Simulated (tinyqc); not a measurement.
Hubbard chain of 2 sites, step by step. Computed by tinyqc, a small Python program that keeps every step. Settings: hopping = 0.71, U = 3.2, mixing = 0.5, iteration cap = 59. Command: `OMP_NUM_THREADS=1 python tinyqc.py 31570 31571 out.jsonl` (the two numbers bound the seeds that draw the settings). One thread of a shared host (Intel(R) Xeon(R) Processor @ 2.60GHz), about 0.2 s of CPU time with the checks. Later iterations appear only in the table of the cycle.

## Mean-field iteration 1

one-body matrix (hopping and site energies) (eV):
```
           1          2
1   0.000000  -0.710000
2  -0.710000   0.000000
```

U = 3.200000 eV

electrons, up and down: 1  1

mixing = 0.500000

n(up) at the start (a guess, not normalised): 1 0.550000, 2 0.450000

n(down) at the start (a guess): 1 0.450000, 2 0.550000

H(up) = T + U n(down), H(down) = T + U n(up); fill the lowest levels; n(new) = n + mixing (n(out) - n); E = tr T (rho up + rho down) + U sum n_up n_down of the output.

levels, up (eV): 0.872195  2.327805

levels, down (eV): 0.872195  2.327805

energy = 0.137412 eV

n(up) after iteration 1: 1 0.579960, 2 0.420040

n(down) after iteration 1: 1 0.420040, 2 0.579960

## Mean-field iteration 2

As before.

levels, up (eV): 0.845301  2.354699

levels, down (eV): 0.845301  2.354699

energy = 0.080188 eV

n(up) after iteration 2: 1 0.624739, 2 0.375261

n(down) after iteration 2: 1 0.375261, 2 0.624739

## Mean-field iteration 3

As before.

levels, up (eV): 0.785486  2.414514

levels, down (eV): 0.785486  2.414514

energy = -0.022057 eV

n(up) after iteration 3: 1 0.684886, 2 0.315114

n(down) after iteration 3: 1 0.315114, 2 0.684886

## Convergence

Each step fills the lowest levels of T + U n(other spin) and sets n(new) = n + mixing (n(out) - n); stop when output and input agree to 1e-8.

Course of the cycle:
```
iteration       E (eV)  largest |n(out) - n(in)|  mean |n_up - n_down|
1           0.13741189                  5.99e-02              0.219839
2           0.08018815                  8.96e-02              0.339038
3          -0.02205676                  1.20e-01              0.490066
4          -0.14659487                  1.35e-01              0.640165
5          -0.24016661                  1.23e-01              0.751172
6          -0.28663841                  9.43e-02              0.816719
7          -0.30490877                  6.48e-02              0.852080
8          -0.31148404                  4.19e-02              0.871136
9          -0.31379969                  2.62e-02              0.881682
10         -0.31461501                  1.61e-02              0.887673
11         -0.31490335                  9.79e-03              0.891143
...                ...                       ...                   ...
28         -0.31506250                  1.62e-06              0.896150
29         -0.31506250                  9.71e-07              0.896150
30         -0.31506250                  5.81e-07              0.896150
31         -0.31506250                  3.48e-07              0.896150
32         -0.31506250                  2.08e-07              0.896151
33         -0.31506250                  1.25e-07              0.896151
34         -0.31506250                  7.45e-08              0.896151
35         -0.31506250                  4.46e-08              0.896151
36         -0.31506250                  2.67e-08              0.896151
37         -0.31506250                  1.60e-08              0.896151
38         -0.31506250                  9.56e-09              0.896151
```

local moments n_up - n_down: 1 0.896151, 2 -0.896151

Converged in 38 iterations. Before convergence this energy mixes input and output and is not variational, so it may rise towards its limit.

## The many-body Hamiltonian

Basis: all placements (u, d, 2, 0 on each site), up operators ordered before down ones; hops carry the sign of the same-spin electrons passed.

H (eV), lower triangle:
```
           20         ud         du        02
20   3.200000
ud  -0.710000   0.000000
du  -0.710000   0.000000   0.000000
02   0.000000  -0.710000  -0.710000  3.200000
```

## Exact diagonalisation (4 states)

Lowest levels of the sector, and the double occupancy of the lowest state.

lowest levels (eV): -0.539252  0.000000  3.200000  3.739252

double occupancy per site = 0.063019

The mean-field solution above lies 0.2242 eV above the exact energy.
